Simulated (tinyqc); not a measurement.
Berg model of reactive sputtering of a nitride or oxide: poisoning, hysteresis and pumping speed: one step, computed by the program tinyqc. Command: `OMP_NUM_THREADS=1 python tinyqc.py 3023841 3023842 out.jsonl berg walk`. One thread of a shared host (Intel(R) Xeon(R) Processor @ 2.30GHz), about 0.03 s of CPU time with the checks.

A diatomic gas reacts with bare metal on the target and on the collecting surfaces; ions remove metal and compound from the target. theta_t and theta_c are the compound fractions.

Problem. Steady state at the pressure P. Ion flux j = J/e; gas flux F = P/sqrt(2 pi M k_B T). Target: (2/z) alpha F (1 - theta_t) = j Y_c theta_t. Sputtered flows F_c = j Y_c theta_t A_t, F_m = j Y_m (1 - theta_t) A_t. Collector: (2/z) alpha F (1 - theta_c) A_c + F_c (1 - theta_c) = F_m theta_c. Gas use Q = alpha F [(1 - theta_t) A_t + (1 - theta_c) A_c] + P S/(k_B T); 1 sccm = 4.4780e17 molecules/s. Rate R = F_m + F_c, given relative to j Y_m A_t.

Inputs (values chosen for the exercise, close to those used for silicon nitride):
```
quantity,value,unit
ion current density J,11,mA/cm^2
target area A_t,240,cm^2
collecting area A_c,4500,cm^2
metal yield Y_m,0.53,-
compound yield Y_c,0.17,-
sticking coefficient alpha,0.29,-
reactive atoms per metal atom z,1.33,-
gas mass M,28,u
pumping speed S,410,l/s
gas temperature T,300,K
reactive partial pressure P,0.01,Pa
```

Constants: e = 1.602176634e-19 C; u = 1.6605390666e-27 kg; k_B = 1.380649e-23 J/K.

Give: ion flux j; gas flux F; theta_t; theta_c; gas use; total flow Q; rate relative to clean metal.

Solution.

ion flux j = 6.866e+16 1/(cm^2 s)

gas flux F = 2.875e+16 1/(cm^2 s)

theta_t = 0.5179

theta_c = 0.9322

gas use (sccm): target 2.154, collector 5.683, pump 2.211

total flow Q = 10.05 sccm

rate relative to clean metal = 0.6482

The target is partly covered. The film is 93.2 % compound.
